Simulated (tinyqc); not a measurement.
Straight dislocations in isotropic elasticity: fields, energies, partials, Peierls stress and walls: one step, computed by the program tinyqc.

The line runs along z, the glide plane is y = 0, and beta is the angle between b and the line (0 screw, 90 degrees edge): b_e = b sin(beta) along +x with the extra half plane at y > 0, b_s = b cos(beta). Stress is positive in tension.

Task: Stress at a point. With D = G b_e/(2 pi (1 - nu)), S = G b_s/(2 pi), r^2 = x^2 + y^2: s_xx = -D y (3x^2 + y^2)/r^4, s_yy = D y (x^2 - y^2)/r^4, s_xy = D x (x^2 - y^2)/r^4, s_zz = nu (s_xx + s_yy), s_xz = -S y/r^2, s_yz = S x/r^2. Pressure p = -trace/3.

Inputs (values chosen for the exercise, for a model fcc or diamond crystal): shear modulus G = 77.9 GPa; Poisson ratio nu = 0.319; Burgers vector b = 2.344 angstrom.

Character: 30-degree.

field point (x, y) (nm): -1.6  5.8

Give: stress; pressure p.

Result:

stress (MPa):
```
         x        y        z
x  -390.22    80.97  -403.24
y    80.97  -293.51  -111.24
z  -403.24  -111.24  -218.11
```

pressure p = 300.62 MPa

The point lies above the glide plane, on the compressed side.
